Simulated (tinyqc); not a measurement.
Deep-level transient spectroscopy (DLTS) of one majority-carrier trap: one step, computed by the program tinyqc.

A filling pulse loads the traps in a one-sided junction; under reverse bias they empty at the rate e, and the capacitance relaxes as C(t) = C_0 - dC exp(-e t). The signal is S = [C(t_2) - C(t_1)]/dC.

Question. Signal size and trap density. W = sqrt(2 eps eps_0 (V_b + V_r)/(e N)), C_0 = eps eps_0 area/W. The pulse goes to zero bias, W_0 = W(V_r = 0). Traps within lambda = sqrt(2 eps eps_0 (E_t - E_F)/(e^2 N)) of the depletion edge stay filled, with E_F = k_B T_p ln(N_b/N) from the band, N_b = 2 M (2 pi m k_B T_p/h^2)^(3/2) (dopants taken as fully ionised). dC = C_0 (N_t/2N) f, f = [(W - lambda)^2 - max(W_0 - lambda, 0)^2]/W^2. The simple estimate is 2 N dC/C_0.

Inputs (values chosen for the exercise, for a model semiconductor):

| quantity | value | unit |
|---|---|---|
| density-of-states mass m | 0.488 | m_0 |
| valleys M | 3 | - |
| trap depth E_t | 0.501 | eV |
| temperature T | 297 | K |
| doping N | 1.4e+16 | cm^-3 |
| trap density N_t | 4.8e+13 | cm^-3 |
| dielectric constant eps | 10.3 | - |
| built-in voltage V_b | 1.6 | V |
| reverse bias V_r | 5.8 | V |
| diode area | 0.0021 | cm^2 |

Carriers: electrons. Extra term: none.

peak temperature T_p = 231.6302 K

Constants: eps_0 = 8.8541878128e-12 F/m; e = 1.602176634e-19 C; k_B = 8.617333262e-05 eV/K; m_0 = 9.1093837015e-31 kg; k_B = 1.380649e-23 J/K; h = 6.62607015e-34 J s.

Give: depletion width W; C_0; lambda; f; transient amplitude dC; simple estimate of N_t.

Answer.

depletion width W = 0.7757 micrometre

C_0 = 24.69 pF

lambda = 0.1708 micrometre

f = 0.5482

transient amplitude dC = 23.20 fF

simple estimate of N_t = 2.631e+13 cm^-3

The simple estimate finds 55 % of the traps.
